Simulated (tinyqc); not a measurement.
Strain and the order of the valence edges: six-band k.p model of the valence band of a wurtzite crystal.

At k = 0: E1 = D1c + D2c + Te + Le (pure HH); E2, E3 = Le + u +/- sqrt(u^2 + 2 D3c^2), u = (D1c - D2c + Te)/2, D1c = Dcr, D2c = D3c = Dso/3. The weight of LH in state 2 is fL = (E2 - Le)^2/((E2 - Le)^2 + 2 D3c^2). Relative strengths of transitions to the conduction band: for E perpendicular to c (TE) 1/2, fL/2, (1 - fL)/2; for E along c (TM) 0, 1 - fL, fL, with one momentum element for both directions.

Strain of a c-plane layer: exx = eyy = e_par, ezz = -2 (C13/C33) e_par; Le = D1 ezz + D2 (exx + eyy), Te = D3 ezz + D4 (exx + eyy).

Conduction edge: Ec = (top of the unstrained valence band) + Eg + (a1 + D1) ezz + (a2 + D2)(exx + eyy).
Constants: kB = 8.617333262e-05 eV/K.

Values chosen for the exercise (near those of GaN; not measured data):
- Dcr = 0.0165 eV (crystal-field splitting)
- Dso = 0.0175 eV (spin-orbit splitting)
- Eg = 3.508 eV (direct gap at Gamma from the top of the unstrained valence band)
- a1 = -4.96 eV (gap potential along c)
- a2 = -11.76 eV (gap potential in the plane)
- D1 = -3.67 eV
- D2 = 4.59 eV
- D3 = 8.4 eV
- D4 = -4.14 eV
- C13 = 105 GPa
- C33 = 410 GPa
- T = 200 K (temperature)

Edges from the unstrained top. Degree of polarisation (TE - TM)/(TE + TM), each state weighted by exp(E/kT) alone (equal densities of states).

Results:
```
e_par (%)  E1 (meV)  E2 (meV)  E3 (meV)     fL  lowest transition (eV)  polarisation
-1.20          18.3       7.0    -155.5  0.997                  3.6088         0.996
-0.90          13.7       2.6    -122.4  0.996                  3.5836         0.993
-0.60           9.1      -1.7     -89.5  0.991                  3.5584         0.979
-0.30           4.6      -5.7     -56.9  0.973                  3.5332         0.896
0.00            0.0      -7.2     -26.8  0.771                  3.5080         0.426
0.30           -4.6      13.2     -18.5  0.073                  3.4651        -0.529
0.60           -9.1      45.1     -21.8  0.015                  3.4034        -0.923
0.90          -13.7      77.9     -26.0  0.006                  3.3409        -0.986
1.20          -18.3     110.9     -30.4  0.003                  3.2781        -0.996
```

E1 = E2 requires Dcr + Te = 0, which here falls at e_par = 0.13 %, inside the sweep: state 1 is on top for smaller e_par and state 2 beyond. The polarisation goes from +1.00 to -1.00 and changes sign between 0.00 and 0.30 %; the lowest transition moves by -138 meV per 1 % on average.

Computed by tinyqc, a small Python program: `OMP_NUM_THREADS=1 python tinyqc.py 1081414 1081415 out.jsonl` (the numbers bound the seed that draws the inputs); one thread of a shared host (Intel(R) Xeon(R) Processor @ 2.30GHz), about 0.01 s for the whole set of steps.
